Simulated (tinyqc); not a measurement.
Two-diode model of a solar cell: one step of the calculation.

J is the current delivered and Vj = V + J Rs the junction voltage. J = X JL - J01 (exp(Vj/(n1 Vt)) - 1) - J02 (exp(Vj/(2 Vt)) - 1) - Vj/Rp. The photocurrent does not depend on voltage.

Problem. New Vj. Open circuit: J(Vj) = 0. G = -dJ/dVj = J01 exp(Vj/(n1 Vt))/(n1 Vt) + J02 exp(Vj/(2 Vt))/(2 Vt) + 1/Rp. Vj(new) = Vj + J/G.

Inputs (values chosen for the exercise); values of the order met in cells of silicon: temperature T = 348 K; photocurrent at one sun JL = 41.4 mA/cm^2; concentration X = 1 suns; saturation current of the first diode J01 = 6.1e-10 A/cm^2; ideality factor of the first diode n1 = 1; shunt resistance Rp = 90000 ohm cm^2; saturation current of the second diode (ideality 2) J02 = 1.1e-7 A/cm^2.

Constants: q = 1.602176634e-19 C, kB = 1.380649e-23 J/K, Vt = kB T/q. Results are converted to the units shown.

Vj at the start = 0.54078200 V

Wanted: J; G; Vj after iteration 1.

Solution.

J = -0.9121 mA/cm^2
G = 1.396 S/cm^2
Vj after iteration 1 = 0.5401 V

Computed by the program tinyqc: `OMP_NUM_THREADS=1 python tinyqc.py 2280133 2280134 out.jsonl`, one thread of a shared Intel Xeon 2.30GHz, about 0.02 s for the whole run.
